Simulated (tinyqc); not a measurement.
# Scattering of inversion-layer electrons by surface optical phonons of the gate insulator (remote phonon scattering), step by step

A worked calculation. Computed by tinyqc, a small Python program that keeps every step. Command: `OMP_NUM_THREADS=1 python tinyqc.py 3113637 3113638 out.jsonl sophonon walk`. One thread of a shared host (Intel(R) Xeon(R) Processor @ 2.30GHz), about 0.02 s of CPU time with the checks. Intermediate numbers are printed to about 6 digits and carried at full precision; extremes and crossings named in words are read from the listed rows.

One subband with the Fang-Howard envelope; insulator and channel are half-spaces, the gate is far away, and an interlayer only moves the polar surface away by t (its own modes and its permittivity contrast are left out).

Inputs (values chosen for the exercise, modelled on SiO2 on In0.53Ga0.47As):
```
quantity,value,unit
static constant of the insulator eps_0s,3.87,-
intermediate constant eps_i,3,-
optical constant eps_inf,2.53,-
hbar omega_TO1,55.3,meV
hbar omega_TO2,140,meV
constant of the channel eps_s,13.9,-
in-plane mass m,0.0414,m_0
valleys g_v,1,-
sheet density n,6.4e+11,1/cm^2
mean distance of the electrons z0 = 3/b,2.6,nm
interlayer thickness t,0,nm
temperature T,300,K
electron energy E,75,meV
mobility from other processes,2100,cm^2/(V s)
```

Screening by the channel electrons: static.

Constants: k_B = 8.617333262e-05 eV/K; hbar^2/(2 m_0) = 3.80998212 eV angstrom^2; e^2/(4 pi eps_0) = 14.39964548 eV angstrom; hbar = 6.582119569e-16 eV s; e = 1.602176634e-19 C; m_0 = 9.1093837015e-31 kg.

## Surface modes and strengths

eps(w) = eps_inf + (eps_0s - eps_i) w1^2/(w1^2 - w^2) + (eps_i - eps_inf) w2^2/(w2^2 - w^2). Surface modes solve eps(w) + eps_s = 0, a quadratic in w^2; the strength of a mode is g = 2/(w d eps/dw). Occupation N = 1/(exp(hbar w/(k_B T)) - 1).

hbar omega_SO (meV): 1 56.698, 2 142.007

strengths g: 1 0.00286548, 2 0.00172418

occupations N: 1 0.125571, 2 0.004132

hbar omega g (2 N + 1) (meV): 1 0.203269, 2 0.246869

The lower mode has the larger hbar omega g N, the prefactor of absorption before the dependence on q: 0.0204 and 0.00101 meV.

## The electron gas

Density of states D = g_v m/(pi hbar^2); eta = E_F/(k_B T) = ln(exp(n/(D k_B T)) - 1); screening wave number q_s = e^2 D/(2 eps_0 eps_avg) x 1/(1 + exp(-eta)), eps_avg = (eps_s + eps_inf)/2; b = 3/z0.

D = 1.72941e+13 1/(eV cm^2)

eta = 1.15843

q_s = 0.144955 1/nm

b = 1.15385 1/nm

## Squared matrix elements

For a mode of strength g, without the occupation factor, Area x |M(q)|^2 = e^2 hbar w g/(2 eps_0 q) x (b/(b + q))^6 exp(-2 q t) / (1 + (q_s/q) H(q))^2, H = (1 + 9 x/8 + 3 x^2/8)/(1 + x)^3, x = q/b.

Area x |M|^2 (meV^2 nm^2):
```
q (1/nm),(b/(b + q))^6,exp(-2 q t),mode 1,mode 2
0.05,0.775285,1,1684.03,2537.92
0.10,0.607326,1,1774.48,2674.22
0.20,0.383241,1,1185.78,1787.02
0.30,0.249906,1,704.55,1061.78
0.50,0.115323,1,254.86,384.08
0.80,0.042418,1,67.68,101.99
1.20,0.013875,1,15.82,23.83
```

## Rates at the energy E

Approximate momentum relaxation rate, taking tau v alike in the initial and final states: 1/tau = (m/(2 pi hbar^3)) sum over modes and over absorption (N, E' = E + hbar w) and emission (N + 1, E' = E - hbar w > 0) of [(1 - f(E'))/(1 - f(E))] int_0^(2 pi) Area |M(q)|^2 (1 - cos theta) d theta, q^2 = k^2 + k'^2 - 2 k k' cos theta, f the Fermi function; 48 midpoints in theta from 0 to pi.

rates (1/ps): mode 1 absorption 0.027267, mode 1 emission 0.218560, mode 2 absorption 0.000892, mode 2 emission 0.000000

tau at E = 4053.20 fs

## Mobility

mu = (e/m) int tau E f (1 - f) dE/(k_B T int f dE), by 300 midpoints from 0 to (max(eta, 0) + 14) k_B T; Matthiessen sum with the other processes.

remote-phonon mobility = 367541 cm^2/(V s)

total mobility = 2088.07 cm^2/(V s)

loss of mobility = 0.568118 %

Caution: a relaxation time is only an approximation for inelastic scattering, and static or no screening brackets the true dynamic screening only roughly.

## What an interlayer buys

The formulas are those given above.

Against the interlayer thickness:
```
t (nm),remote-phonon mobility (cm^2/(V s)),total (cm^2/(V s))
0.0,3.67541e+05,2088.07
0.3,4.69227e+05,2090.64
0.6,5.96415e+05,2092.63
1.0,8.15208e+05,2094.60
1.5,1.18990e+06,2096.30
2.0,1.71176e+06,2097.43
3.0,3.38694e+06,2098.70
```

1 nm of interlayer raises the remote-phonon mobility by a factor 2.22, as exp(2 q t) with an effective q of 0.40 per nm; between 2 and 3 nm the effective q is 0.34. The total stays at 2090 over the first nanometre.

Checks made by the program: sum of strengths against 1/(eps_s + eps_inf) - 1/(eps_s + eps_0s) (relative difference below 1e-10).
